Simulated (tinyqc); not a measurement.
Surface photovoltage measurement of the minority-carrier diffusion length in a wafer: one step, computed by the program tinyqc.

Low injection, steady light, a depletion layer much thinner than 1/alpha and L. The excess density dn is taken at the front edge of the neutral region; light that reaches the back is lost.

Task: One wavelength. alpha = (84.732/lambda - 76.417)^2 per cm with lambda in micrometre (an empirical fit for silicon between 0.7 and 1.05 micrometre). Thick wafer: dn = Phi L/((S_f + D/L)(L + 1/alpha)). Finite wafer, with s = S_b L/D, w = W/L, a = alpha L: dn = [Phi a/(a^2 - 1)] [a - B - exp(-alpha W)(a - s)/(cosh w + s sinh w)]/(S_f + B D/L), B = (sinh w + s cosh w)/(cosh w + s sinh w). Photovoltage V = (k_B T/e) ln(1 + dn/n_0). Lifetime = L^2/D.

Inputs (values chosen for the exercise, modelled on p-type silicon at room temperature):

| quantity | value | unit |
|---|---|---|
| diffusion length L | 760 | micrometre |
| wafer thickness W | 300 | micrometre |
| diffusivity D | 29.8 | cm^2/s |
| front recombination velocity S_f | 540 | cm/s |
| back recombination velocity S_b | 15000 | cm/s |
| photon flux entering | 1e+11 | 1/(cm^2 s) |
| minority density at the surface barrier scale n_0 | 1.6e+09 | 1/cm^3 |
| temperature T | 298 | K |
| wavelength | 821 | nm |

Constants: k_B = 8.617333262e-05 eV/K.

Give: alpha; penetration depth 1/alpha; dn, thick wafer; B; dn, finite wafer; photovoltage V; lifetime.

Result:

alpha = 717.6 1/cm

penetration depth 1/alpha = 13.93 micrometre

dn, thick wafer = 1.054e+08 1/cm^3

B = 2.515

dn, finite wafer = 6.253e+07 1/cm^3

photovoltage V = 0.9845 mV

lifetime = 193.8 microsecond
